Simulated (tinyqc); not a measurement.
Empirical pseudopotential in a few plane waves, step by step. One step of it, computed by the program tinyqc.

Task: Levels at k. Diagonalise the Hermitian matrix.

H(k) at k (eV):
```
                     +0+0+0               -1-1-1               -1-1+1               -1+1-1
+0+0+0             1.580925   1.962618+0.817758i  -1.962618+0.817758i  -1.962618+0.817758i
-1-1-1   1.962618-0.817758i            10.810681   0.000000-0.571439i   0.000000-0.571439i
-1-1+1  -1.962618-0.817758i   0.000000+0.571439i            10.107462             0.612256
-1+1-1  -1.962618-0.817758i   0.000000+0.571439i             0.612256            21.183169
-1+1+1  -1.962618+0.817758i            -0.612256   0.000000+0.571439i   0.000000+0.571439i
+1-1-1  -1.962618-0.817758i   0.000000+0.571439i             0.612256             0.612256
+1-1+1  -1.962618+0.817758i            -0.612256   0.000000+0.571439i             0.000000
+1+1-1  -1.962618+0.817758i            -0.612256             0.000000   0.000000+0.571439i
+1+1+1   1.962618+0.817758i             0.000000            -0.612256            -0.612256
-2+0+0   0.000000-0.571439i  -1.962618+0.817758i  -1.962618-0.817758i  -1.962618-0.817758i
+0-2+0   0.000000-0.571439i  -1.962618+0.817758i  -1.962618-0.817758i   0.375206-0.076965i
+0+0-2   0.000000-0.571439i  -1.962618+0.817758i   0.375206-0.076965i  -1.962618-0.817758i
+0+0+2   0.000000+0.571439i  -0.375206-0.076965i   1.962618+0.817758i  -0.375206+0.076965i
+0+2+0   0.000000+0.571439i  -0.375206-0.076965i  -0.375206+0.076965i   1.962618+0.817758i
+2+0+0   0.000000+0.571439i  -0.375206-0.076965i  -0.375206+0.076965i  -0.375206+0.076965i

                     -1+1+1               +1-1-1               +1-1+1               +1+1-1
+0+0+0  -1.962618-0.817758i  -1.962618+0.817758i  -1.962618-0.817758i  -1.962618-0.817758i
-1-1-1            -0.612256   0.000000-0.571439i            -0.612256            -0.612256
-1-1+1   0.000000-0.571439i             0.612256   0.000000-0.571439i             0.000000
-1+1-1   0.000000-0.571439i             0.612256             0.000000   0.000000-0.571439i
-1+1+1            20.479950             0.000000             0.612256             0.612256
+1-1-1             0.000000             9.052633   0.000000-0.571439i   0.000000-0.571439i
+1-1+1             0.612256   0.000000+0.571439i             8.349413             0.612256
+1+1-1             0.612256   0.000000+0.571439i             0.612256            19.425120
+1+1+1   0.000000+0.571439i            -0.612256   0.000000+0.571439i   0.000000+0.571439i
-2+0+0   1.962618-0.817758i   0.375206-0.076965i  -0.375206-0.076965i  -0.375206-0.076965i
+0-2+0  -0.375206-0.076965i  -1.962618-0.817758i   1.962618-0.817758i  -0.375206-0.076965i
+0+0-2  -0.375206-0.076965i  -1.962618-0.817758i  -0.375206-0.076965i   1.962618-0.817758i
+0+0+2  -1.962618+0.817758i  -0.375206+0.076965i  -1.962618+0.817758i   0.375206+0.076965i
+0+2+0  -1.962618+0.817758i  -0.375206+0.076965i   0.375206+0.076965i  -1.962618+0.817758i
+2+0+0   0.375206+0.076965i   1.962618+0.817758i  -1.962618+0.817758i  -1.962618+0.817758i

                     +1+1+1               -2+0+0               +0-2+0               +0+0-2
+0+0+0   1.962618-0.817758i   0.000000+0.571439i   0.000000+0.571439i   0.000000+0.571439i
-1-1-1             0.000000  -1.962618-0.817758i  -1.962618-0.817758i  -1.962618-0.817758i
-1-1+1            -0.612256  -1.962618+0.817758i  -1.962618+0.817758i   0.375206+0.076965i
-1+1-1            -0.612256  -1.962618+0.817758i   0.375206+0.076965i  -1.962618+0.817758i
-1+1+1   0.000000-0.571439i   1.962618+0.817758i  -0.375206+0.076965i  -0.375206+0.076965i
+1-1-1            -0.612256   0.375206+0.076965i  -1.962618+0.817758i  -1.962618+0.817758i
+1-1+1   0.000000-0.571439i  -0.375206+0.076965i   1.962618+0.817758i  -0.375206+0.076965i
+1+1-1   0.000000-0.571439i  -0.375206+0.076965i  -0.375206+0.076965i   1.962618+0.817758i
+1+1+1            18.721901  -0.375206-0.076965i  -0.375206-0.076965i  -0.375206-0.076965i
-2+0+0  -0.375206+0.076965i            20.919462             0.612256             0.612256
+0-2+0  -0.375206+0.076965i             0.612256             8.788925             0.612256
+0+0-2  -0.375206+0.076965i             0.612256             0.612256            19.864633
+0+0+2  -1.962618-0.817758i            -0.612256            -0.612256             0.000000
+0+2+0  -1.962618-0.817758i            -0.612256             0.000000            -0.612256
+2+0+0  -1.962618-0.817758i             0.000000            -0.612256            -0.612256

                     +0+0+2               +0+2+0               +2+0+0
+0+0+0   0.000000-0.571439i   0.000000-0.571439i   0.000000-0.571439i
-1-1-1  -0.375206+0.076965i  -0.375206+0.076965i  -0.375206+0.076965i
-1-1+1   1.962618-0.817758i  -0.375206-0.076965i  -0.375206-0.076965i
-1+1-1  -0.375206-0.076965i   1.962618-0.817758i  -0.375206-0.076965i
-1+1+1  -1.962618-0.817758i  -1.962618-0.817758i   0.375206-0.076965i
+1-1-1  -0.375206-0.076965i  -0.375206-0.076965i   1.962618-0.817758i
+1-1+1  -1.962618-0.817758i   0.375206-0.076965i  -1.962618-0.817758i
+1+1-1   0.375206-0.076965i  -1.962618-0.817758i  -1.962618-0.817758i
+1+1+1  -1.962618+0.817758i  -1.962618+0.817758i  -1.962618+0.817758i
-2+0+0            -0.612256            -0.612256             0.000000
+0-2+0            -0.612256             0.000000            -0.612256
+0+0-2             0.000000            -0.612256            -0.612256
+0+0+2            18.458194             0.612256             0.612256
+0+2+0             0.612256            29.533901             0.612256
+2+0+0             0.612256             0.612256            17.403364
```

Give: eigenvalues.

Result:

eigenvalues (eV): [-1.6162, 5.4329, 7.5323, 7.7009, 11.4603, 12.3922, 15.7419, 16.4131, 17.6005, 18.3170, 21.8333, 22.4984, 23.3546, 24.2877, 31.7309]
